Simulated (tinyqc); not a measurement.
Inside a calculation. Model: dopants and charged point defects at anneal temperature: Fermi-level effect, clustering and pairing. Computed by tinyqc, a small Python program that keeps every step. Command: `OMP_NUM_THREADS=1 python tinyqc.py 3028437 3028438 out.jsonl pairing walk`. One thread of a shared host (Intel(R) Xeon(R) Processor @ 2.30GHz), about 0.02 s of CPU time with the checks. Intermediate numbers are printed to about 7 digits and carried at full precision; extremes and crossings named in words are read from the listed rows.

Boltzmann statistics and full ionisation of active dopants. Energies are counted from the valence band; the defect (a vacancy or self-interstitial) has five charge states, with all degeneracy factors one.

Inputs (values chosen for the exercise, with bands modelled on germanium):
```
quantity                                         value    unit
gap at 0 K E_g0                                  0.743      eV
Varshni alpha                                 0.000493    eV/K
Varshni beta                                       240       K
electron mass m_e                                0.221     m_0
valleys M_c                                          4       -
hole mass m_h                                    0.342     m_0
anneal temperature T                               860       K
total dopant density N                         4.4e+19   cm^-3
formation enthalpy of the neutral defect H_f      2.82      eV
formation entropy S_f                              7.7     k_B
site density N_s                               2.6e+22   cm^-3
intrinsic dopant diffusivity D_i               1.8e-13  cm^2/s
anneal time t                                       20       s
dopant atoms per cluster k                           4       -
cluster binding energy E_b                        1.77      eV
```

Dopant: donor. Second part: clustering of the dopant.

defect levels as fractions of E_g(T): (2+/+), (+/0), (0/-), (-/2-): 0.15  0.091  0.69  0.85

Constants: m_0 = 9.1093837015e-31 kg; k_B = 1.380649e-23 J/K; h = 6.62607015e-34 J s; k_B = 8.617333262e-05 eV/K.

## The host at the anneal temperature

E_g = E_g0 - alpha T^2/(T + beta). N_c = 2 M_c (2 pi m_e k_B T/h^2)^(3/2) and N_v = 2 (2 pi m_h k_B T/h^2)^(3/2), masses in units of m_0. n_i = sqrt(N_c N_v) exp(-E_g/2 k_B T); E_i = E_g/2 + (k_B T/2) ln(N_v/N_c).

E_g = 0.4115247 eV

k_B T = 0.07410907 eV

n_i = 2.186107e+18 cm^-3

E_i = 0.1786636 eV

effective density of states N_b of the majority band = 5.061581e+19 cm^-3

## Active and clustered dopant

n = A/2 + sqrt(A^2/4 + n_i^2) for an active density A. k ionised dopants and k carriers form one neutral cluster: C = N_s (A/N_s)^k (n/N_b)^k exp(E_b/k_B T), N_b the effective density of states of the majority band, and N = A + k C (60 bisections in ln A between ln N - 90 and ln N).

active density A = 2.020641e+19 cm^-3

clusters C = 5.948398e+18 cm^-3

active share = 0.4592365

54 % of the dopant is lost to clusters.

## Carrier density and Fermi level

chi = n/n_i (for acceptors n_i/p); E_F = E_i + k_B T ln chi; field enhancement h = 1 + A/sqrt(A^2 + 4 n_i^2).

n = 2.044021e+19 cm^-3

chi = 9.350050

E_F = 0.3443256 eV

field enhancement h = 1.977382

The doping is 9.24 n_i: extrinsic conditions.

## Charged defects

C_0 = N_s exp(S_f/k_B) exp(-H_f/k_B T). Ratios to the neutral state at E_F = E_i: r_+ = exp((E(+/0) - E_i)/k_B T), r_2+ = r_+ exp((E(2+/+) - E_i)/k_B T), r_- = exp((E_i - E(0/-))/k_B T), r_2- = r_- exp((E_i - E(-/2-))/k_B T); at other E_F state q scales as chi^(-q). The enhancement is sum r_q chi^(-q)/sum r_q. The charge on the defects is left out of neutrality.

neutral defects C_0 = 1.711026e+09 cm^-3

Charge states:
```
state   ratio r  intrinsic (cm^-3)  doped (cm^-3)
2+     0.030704       5.253468e+07   6.009222e+05
+      0.148748       2.545122e+08   2.722041e+07
0      1.000000       1.711026e+09   1.711026e+09
-      0.241539       4.132797e+08   3.864186e+09
2-     0.023995       4.105560e+07   3.589222e+09
```

all defects, doped = 9.192256e+09 cm^-3

enhancement over intrinsic = 3.717936

mean charge = -1.198205 e

Doping leaves the neutral state alone and multiplies the total by 3.72; the most common state is - (in intrinsic material 0).

## Dopant diffusivity

If every charge state of the defect carries the dopant equally well, D = D_i x enhancement x h x (active share A/N, a rough stand-in that overstates the dA/dN which immobile clusters call for), D_i being an input held fixed when T or H_f is moved; diffusion length 2 sqrt(D t).

effective diffusivity D = 6.077169e-13 cm^2/s

D/D_i = 3.376205

diffusion length = 69.72615 nm

## Against doping

chi = n/n_i; h = 1 + A/sqrt(A^2 + 4 n_i^2); the dopant diffusivity over its intrinsic value is D/D_i = enhancement x h x A/N, if every charge state carries the dopant equally well.

Trend at the anneal temperature:
```
N (cm^-3)  active A (cm^-3)       chi  defect enhancement  mean charge     D/D_i
6.60e+16       6.600000e+16   1.01521            1.000877    -0.061243  1.015984
1.80e+17       1.800000e+17   1.04202            1.002618    -0.072123  1.043860
5.00e+17       5.000000e+17   1.12088            1.009025    -0.102497  1.123669
1.40e+18       1.400000e+18   1.37022            1.038711    -0.186416  1.355468
3.80e+18       3.799910e+18   2.19400            1.190056    -0.395661  1.970663
1.00e+19       9.908857e+18   4.74346            1.881228    -0.806162  3.569522
2.90e+19       1.826901e+19   8.47487            3.313785    -1.143472  4.117812
7.90e+19       2.253646e+19  10.40505            4.239211    -1.256032  2.396518
2.20e+20       2.632280e+19  12.12343            5.167836    -1.334990  1.228297
```

Well below n_i = 2.19e18 cm^-3 chi and the enhancement are near 1. At any doping d ln(enhancement)/d ln chi equals minus the mean charge, which goes from -0.06 to -1.33 over the rows. Clustering bends A over: its exponent in N falls to 0.15, towards 1/(2k) = 0.125, and D/D_i peaks at N = 2.9e19 cm^-3.

## Activation against anneal temperature

The formulas are those given above.

Equilibrium activation:
```
T (K)   n_i (cm^-3)  active A (cm^-3)  clusters C (cm^-3)  active share
520    2.932267e+16      2.123273e+18        1.046918e+19     0.0482562
600    1.196352e+17      4.531090e+18        9.867228e+18     0.1029793
690    4.076356e+17      8.665501e+18        8.833625e+18     0.1969432
770    9.750900e+17      1.357289e+19        7.606779e+18     0.3084747
860    2.186107e+18      2.020641e+19        5.948398e+18     0.4592365
950    4.278161e+18      2.744450e+19        4.138874e+18     0.6237387
1030   7.124977e+18      3.361736e+19        2.595659e+18     0.7640310
```

The active share goes from 0.0483 at 520 K to 0.764 at 1030 K, so a layer activated by a hot, short anneal is metastable and deactivates in later, cooler steps if the dopant can move. Over the first three rows, where most dopant is clustered, a fit of ln A rises with slope 0.256 eV against -1/k_B T, near E_b/(2k) = 0.221 eV plus 0.75 k_B T.

Checks made by the program: conservation of the dopant (relative difference below 1e-10); ratios against Boltzmann factors of formation energies at E_F (relative difference below 1e-10).
